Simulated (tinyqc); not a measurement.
What the excited states change: donors with valley-orbit split 1s states.

Each donor binds at most one electron, in any of its states. For a site s, W_s = sum over its states of g exp(E/kT), and the ionised share is 1/(1 + W_s exp(eta)), eta = (EF - Ec)/kT; n = Nc F_1/2(eta); neutrality n + NA = ND x (mean ionised share); holes are neglected. Nc from N = 2 (m kB T/(4 pi c))^(3/2) with c = hbar^2/2m0, in 1/angstrom^3; times 1e24 for 1/cm^3, m = md. F_j(eta) = (1/Gamma(j + 1)) integral_0^infinity x^j dx/(1 + exp(x - eta)), which tends to exp(eta) for eta << 0.

Constants: hbar^2/2m0 = 3.80998211 eV angstrom^2; kB = 8.617333262e-05 eV/K.

Parameters, chosen for this exercise (near those of P in Si; shifted at random, so the results belong to these values and not to a real crystal):

| symbol | value | unit | meaning |
|---|---|---|---|
| md | 1.091 | m0 | density-of-states mass of the conduction band |
| E | (46.2, 34.3, 33.3) | meV | binding energies of 1s(A1), 1s(T2), 1s(E) |
| g | (2, 6, 4) |  | their degeneracies with spin |
| ND | 1.1e+18 | 1/cm^3 | donors |
| NA | 8e+16 | 1/cm^3 | compensating acceptors, all ionised |

The last columns keep only the ground state of each site (g = 2).

Results:

| T (K) | effective degeneracy | eta | n (1/cm^3) | n, ground states only | ratio |
|---|---|---|---|---|---|
| 40 | 2.28 | -11.68 | 1.17e+13 | 1.34e+13 | 0.875 |
| 60 | 2.93 | -7.48 | 1.44e+15 | 2.09e+15 | 0.688 |
| 80 | 3.68 | -5.64 | 1.40e+16 | 2.33e+16 | 0.602 |
| 150 | 5.86 | -4.10 | 1.66e+17 | 2.84e+17 | 0.586 |
| 200 | 6.90 | -3.96 | 2.96e+17 | 4.90e+17 | 0.604 |
| 250 | 7.65 | -3.96 | 4.11e+17 | 6.47e+17 | 0.635 |
| 300 | 8.22 | -4.03 | 5.07e+17 | 7.55e+17 | 0.672 |
| 400 | 9.00 | -4.21 | 6.49e+17 | 8.74e+17 | 0.742 |
| 500 | 9.52 | -4.41 | 7.43e+17 | 9.30e+17 | 0.798 |

Give the missing row, T (K) = 110.

Computed row:
```
T (K)  effective degeneracy    eta  n (1/cm^3)  n, ground states only  ratio
110                    4.74  -4.56    6.65e+16               1.13e+17  0.587
```

The effective degeneracy grows from 2.28 to 9.52. Excited states hold electrons back, so the ratio is never above 1; it is lowest, 0.586, at 150 K of those listed, and 0.672 at 300 K. At low T the excited states empty out, and at high T more donors are ionised (n is 73 % of ND - NA in the last row), so the effect is largest in between.

(tinyqc, `OMP_NUM_THREADS=1 python tinyqc.py 1682505 1682506 out.jsonl`, Intel(R) Xeon(R) Processor @ 2.30GHz, 1 thread, shared host, about 0.01 s.)
